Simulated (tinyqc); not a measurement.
One point for the whole zone: special k points of the simple cubic lattice.

Lattice vectors in units of a: a1 = (1, 0, 0), a2 = (0, 1, 0), a3 = (0, 0, 1); reciprocal vectors b_i with a_i . b_j = 2 pi delta_ij. Mesh: k = sum_i f_i b_i with f_i = (2 j_i + shift)/(2 N), j_i = 0 .. N-1. The point group of the lattice has 48 operations; only those that map the mesh onto itself are used.

A_m(k) = sum over the m-th star of lattice vectors R of cos(k . R), stars in order of length: m = 1: |R|^2 = 1, 6 vectors, such as (1, 0, 0) in the basis a_i; m = 2: |R|^2 = 2, 12 vectors, such as (1, 1, 0) in the basis a_i; m = 3: |R|^2 = 3, 8 vectors, such as (1, 1, 1) in the basis a_i; m = 4: |R|^2 = 4, 6 vectors, such as (2, 0, 0) in the basis a_i; m = 5: |R|^2 = 5, 24 vectors, such as (2, 1, 0) in the basis a_i; m = 6: |R|^2 = 6, 24 vectors, such as (2, 1, 1) in the basis a_i. The zone mean of every A_m is zero.

Test function, the lower band of a two-band insulator: E(k) = -sqrt(D^2 + (e0 - t A_1(k))^2).

Parameters, chosen for this exercise: D = 1.12 eV (half gap term); t = 0.97 eV (coupling); e0 = 3.24 eV (offset).

The mean-value (Baldereschi) point is taken at k = (2 pi/a) (0.25, 0.25, 0.25), that is f = (0.25, 0.25, 0.25); the reference is the mesh with N = 24.

Single points:

| point | A_1 | A_2 | A_3 | A_4 | E (eV) |
|---|---|---|---|---|---|
| Gamma | 6.000 | 12.000 | 8.000 | 6.000 | -2.8126 |
| mean-value point | 0.000 | 0.000 | 0.000 | -6.000 | -3.4281 |
| zone-face centre b1/2 | 2.000 | -4.000 | -8.000 | 6.000 | -1.7159 |

reference mean = -3.6947 eV

The mean-value point makes A_1, A_2 and A_3 vanish. Its error is +267 meV, against +882 meV at Gamma and +1979 meV at b1/2. E is not linear in A_1; its powers hold sums of nearest vectors and a non-zero mean, so this point is not exact.

Program tinyqc; command `OMP_NUM_THREADS=1 python tinyqc.py 1681048 1681049 out.jsonl`; about 0.2 s on one thread of a shared Intel(R) Xeon(R) Processor @ 2.30GHz.
